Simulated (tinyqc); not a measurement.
Surface photovoltage measurement of the minority-carrier diffusion length in a wafer. From one set of inputs to another, one input at a time. Computed by tinyqc, a small Python program. Command: `OMP_NUM_THREADS=1 python tinyqc.py 3130469 3130470 out.jsonl spv ladder`. One thread of a shared host (Intel(R) Xeon(R) Processor @ 2.30GHz), about 0.02 s of CPU time with the checks.

Low injection, steady light, a depletion layer much thinner than 1/alpha and L. The excess density dn is taken at the front edge of the neutral region; light that reaches the back is lost.

The inputs printed are set A. Inputs not listed in the table keep their values of set A, so the rows need not describe a real material.

Inputs (values chosen for the exercise, modelled on p-type silicon at room temperature):

| quantity | value | unit |
|---|---|---|
| diffusion length L | 590 | micrometre |
| wafer thickness W | 775 | micrometre |
| diffusivity D | 30 | cm^2/s |
| front recombination velocity S_f | 18000 | cm/s |
| back recombination velocity S_b | 17000 | cm/s |
| photon flux entering | 1.5e+11 | 1/(cm^2 s) |
| minority density at the surface barrier scale n_0 | 1.1e+09 | 1/cm^3 |
| temperature T | 298 | K |
| wavelength | 931 | nm |
| diffusion length after pair splitting over L | 0.72 | - |
| iron factor C | 1.04e+16 | micrometre^2/cm^3 |

normal deviates g for the noise: 0.91  -0.22  -1.02  -0.41  0.62  -0.84  0.94

Constants: k_B = 8.617333262e-05 eV/K.

Method:
- alpha = (84.732/lambda - 76.417)^2 per cm with lambda in micrometre (an empirical fit for silicon between 0.7 and 1.05 micrometre).
- Thick wafer: dn = Phi L/((S_f + D/L)(L + 1/alpha)). Finite wafer, with s = S_b L/D, w = W/L, a = alpha L: dn = [Phi a/(a^2 - 1)] [a - B - exp(-alpha W)(a - s)/(cosh w + s sinh w)]/(S_f + B D/L), B = (sinh w + s cosh w)/(cosh w + s sinh w).
- Photovoltage V = (k_B T/e) ln(1 + dn/n_0). Lifetime = L^2/D.
- Readings y = (Phi/dn) (1 + noise x g) at 780, 830, 880, 920, 950, 975 and 995 nm; a least-squares line y = c (1/alpha + L_app) gives L_app = intercept/slope.
- Splitting iron-boron pairs in boron-doped silicon shortens L; with nothing else changing, [Fe] = C (1/L_after^2 - 1/L^2). It is evaluated with the true lengths and with the apparent ones (without noise), which differ when the wafer is not thick against L.

Each row keeps all changes above it:

| input moved | from | to | dn, finite wafer (1/cm^3) | photovoltage V (mV) | [Fe] from the apparent lengths (1/cm^3) |
|---|---|---|---|---|---|
| set A | - | - | 7.3826e+06 | 0.1718 | 2.3114e+10 |
| diffusivity D (cm^2/s) | 30 | 29.2 | 7.3886e+06 | 0.1719 | 2.3110e+10 |
| diffusion length L (micrometre) | 590 | 29 | 2.0406e+06 | 0.0476 | 1.1488e+13 |
| photon flux entering (1/(cm^2 s)) | 1.5e+11 | 3.9e+12 | 5.3055e+07 | 1.2096 | 1.1488e+13 |
| wavelength (nm) | 931 | 932 | 5.2616e+07 | 1.1998 | 1.1488e+13 |
| back recombination velocity S_b (cm/s) | 17000 | 2500 | 5.2616e+07 | 1.1998 | 1.1488e+13 |
| front recombination velocity S_f (cm/s) | 18000 | 54000 | 2.3051e+07 | 0.5326 | 1.1488e+13 |
| wafer thickness W (micrometre) | 775 | 625 | 2.3051e+07 | 0.5326 | 1.1488e+13 |

Where does the difference come from?

dn, finite wafer goes from 7.38e6 to 2.31e7, a factor 3.12 in all. The largest single move comes from photon flux entering (a factor 26.0), and diffusion length L works against it (a factor 0.276). Photovoltage V goes from 0.172 to 0.533, a factor 3.10 in all. The largest single move comes from photon flux entering (a factor 25.4), and diffusion length L works against it (a factor 0.277). [Fe] from the apparent lengths goes from 2.31e10 to 1.15e13, a factor 497 in all. The largest single move comes from diffusion length L (a factor 497). The single moves hold for this order of the switches; the total does not depend on the order.

Extremes, crossings and ranges named in words are read from the listed rows.
